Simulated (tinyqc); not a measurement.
From binding energy back to well width L: donor or exciton in a quantum well (variational effective-mass method). Computed by tinyqc, a small Python program. Command: `OMP_NUM_THREADS=1 python tinyqc.py 3021337 3021338 out.jsonl welldonor inv`. One thread of a shared host (Intel(R) Xeon(R) Processor @ 2.30GHz), about 0.1 s of CPU time with the checks.

Electron and hole in their lowest subbands f(z) = cos(pi z/L); relative in-plane motion exp(-rho/lambda) (separable trial function), H = -nabla_rho^2 - 2/sqrt(rho^2 + (z_e - z_h)^2) in effective units. Mass and screening are the same in well and barrier; l = L/a* is the width in effective units. Bands are flat: no polarisation or applied field.

Inputs (values chosen for the exercise, modelled on ZnO): electron mass m = 0.266 m_0; dielectric constant eps = 8.16; in-plane hole mass m_h = 0.368 m_0.

Centre: exciton. Barriers: infinite.

Constants: Ry = 13.605693123 eV; a_0 = 0.529177210903 angstrom.

Method:
- mu = m m_h/(m + m_h) takes the place of m; Ry* = Ry m/eps^2, a* = a_0 eps/m; l = L/a*.
- k = pi/l; f = cos(k z) inside and zero outside.
- Binding E_b(lambda) = -1/lambda^2 + (8/lambda^2) int_0^l P(z) g(z) dz, with P(z) = (2/l) [(1 - z/l)(1 + cos(2 pi z/l)/2) + (3/(4 pi)) sin(2 pi z/l)] the distribution of |z_e - z_h| and g(z) = int_z^infinity exp(-2 sqrt(r^2 - z^2)/lambda) dr = int_0^infinity exp(-2 rho/lambda) rho/sqrt(rho^2 + z^2) d rho; 40 Gauss-Legendre points in z and 40 in t with rho = lambda t/(1 - t).
- Golden-section search for the maximum over lambda from 0.3 to 4, 40 steps.

Question. A run gave the result below. Find the well width L, known to lie between 1.1 and 2.7 nm.

binding energy = 82.04733 meV

Answer.

Each step takes the trial c = (a f_b - b f_a)/(f_b - f_a), f being the result less the target and a, b, c the logarithms of the listed values; c replaces end b, the old b replaces a if the sign of f changed, and otherwise f_a is halved.

Scan of the range:
```
well width L (nm)  binding energy (meV)
1.10                            87.1054
1.28                            83.7292
1.48                            80.3984
1.72                            76.8709
2.00                            73.2704
2.32                            69.6899
2.70                            66.0150
```

False position (Illinois rule, in the logarithm of the input) inside the bracket:
```
step    end a    end b    trial  binding energy (meV)
1     1.28000  1.48000  1.37736               82.0580
2     1.48000  1.37736  1.37800               82.0474
3     1.48000  1.37800  1.37800               82.0473
4     1.37800  1.37800  1.37800               82.0473
```

Binding energy falls at every point of a 13-point scan of the range (every second point is shown), so one value fits; it is bracketed by 1.28 and 1.48. Answer: well width L = 1.378 nm.

Caution: so narrow a well has large confinement energy, where non-parabolicity and barrier penetration matter.
